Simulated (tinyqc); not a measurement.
# Screening length from the swing

Question. In a simple model of a Schottky-barrier transistor a barrier thinner than d = 3.2 nm is transparent, so the effective barrier is pn - psi (1 - exp(-d/lam)) and the swing beyond flat band is Vt ln 10/(1 - exp(-d/lam)). Find the thermionic swing, lam, and the effective barrier at psi = 0.2 V.

Parameters, values chosen for the exercise: temperature T = 300 K; barrier for electrons at both contacts pn = 0.48 eV.

Constants: q = 1.602176634e-19 C, kB = 1.380649e-23 J/K, Vt = kB T/q. Results are converted to the units shown.

swing in the tunnelling range = 84.084933 mV/decade

Solution. The ratio of the two swings is 1 - exp(-d/lam).

Vt ln 10 = 59.5 mV/decade
lam = 2.60 nm
effective barrier = 0.338 eV

Computed by the program tinyqc: `OMP_NUM_THREADS=1 python tinyqc.py 2390051 2390052 out.jsonl`, one thread of a shared Intel Xeon 2.30GHz, about 0.2 s for the whole run.
